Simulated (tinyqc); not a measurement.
Current of a Schottky diode by thermionic-emission-diffusion theory, and its read-back from I-V-T and C-V data. Changing the mobility mu. Computed by tinyqc, a small Python program. Command: `OMP_NUM_THREADS=1 python tinyqc.py 3016748 3016749 out.jsonl schottky sweep`. One thread of a shared host (Intel(R) Xeon(R) Processor @ 2.30GHz), about 0.01 s of CPU time with the checks.

Full ionisation, no tunnelling, no recombination current. V is the voltage across the junction itself, forward positive.

Inputs (values chosen for the exercise, modelled on n-type Ga2O3):

| quantity | value | unit |
|---|---|---|
| Richardson constant A* | 33.3 | A/(cm^2 K^2) |
| effective density of states at 300 K, N_c | 3.6e+18 | 1/cm^3 |
| permittivity eps | 10.2 | - |
| barrier without image force phi_0 | 1.28 | eV |
| doping N | 1.2e+17 | 1/cm^3 |
| series resistance R_s | 0.063 | milliohm cm^2 |
| junction voltage V | 0.48 | V |
| temperature T | 300 | K |

Barrier: uniform.

Constants: k_B = 8.617333262e-05 eV/K; e = 1.602176634e-19 C; eps_0 = 8.8541878128e-12 F/m.

Method:
- N_c(T) = N_c (T/300 K)^(3/2); V_bi = phi_0 - (k_B T/e) ln(N_c(T)/N); surface field F = sqrt(2 e N (V_bi - V - k_B T/e)/(eps eps_0)); image lowering d_phi = sqrt(e F/(4 pi eps eps_0)); effective barrier phi = phi_0 - d_phi.
- Collection velocity v_R = A* T^2/(e N_c(T)); diffusion velocity v_D = mu F; J = e N_c(T) v_R/(1 + v_R/v_D) exp(-phi/k_B T) [exp(e V/k_B T) - 1].
- Terminal voltage V + J R_s.
- Ideality n = (e/k_B T)/(d ln J/dV) by a central difference of +/- 1 mV; J_0 = J exp(-e V/(n k_B T)); apparent barrier phi_IV = k_B T ln(A* T^2/J_0); a C-V plot gives phi_CV = phi_0, the mean without lowering.

One run for each value:

| mobility mu (cm^2/(V s)) | current density J (A/cm^2) | apparent barrier phi_IV (eV) | ideality factor n | v_D (cm/s) |
|---|---|---|---|---|
| 0.5 | 1.179e-08 | 1.320 | 1.038 | 8.546e+04 |
| 1.6 | 3.643e-08 | 1.291 | 1.037 | 2.735e+05 |
| 5 | 1.029e-07 | 1.265 | 1.035 | 8.546e+05 |
| 16 | 2.513e-07 | 1.244 | 1.031 | 2.735e+06 |
| 50 | 4.531e-07 | 1.231 | 1.026 | 8.546e+06 |
| 160 | 6.123e-07 | 1.225 | 1.021 | 2.735e+07 |
| 500 | 6.869e-07 | 1.223 | 1.019 | 8.546e+07 |
| 1600 | 7.150e-07 | 1.223 | 1.019 | 2.735e+08 |
| 5000 | 7.242e-07 | 1.222 | 1.018 | 8.546e+08 |

What does the table show, and why?

Over the rows, current density J (A/cm^2) rises from 1.18e-8 to 7.24e-7 (exponent d ln y / d ln x 0.97 between the first rows and 0.011 between the last); apparent barrier phi_IV (eV) falls from 1.32 to 1.22 (exponent d ln y / d ln x -0.019 between the first rows and -1.6e-4 between the last); ideality factor n falls from 1.038 to 1.018 (exponent d ln y / d ln x -5.7e-4 between the first rows and -2.1e-4 between the last). At the high end the exponent of current density J is 0.01, close to 0: thermionic emission limits. At the low end the exponent of current density J is 0.97, close to 1: diffusion limits. Reading a diffusion-limited diode with the thermionic formula overstates the barrier by k_B T ln(1 + v_R/v_D).
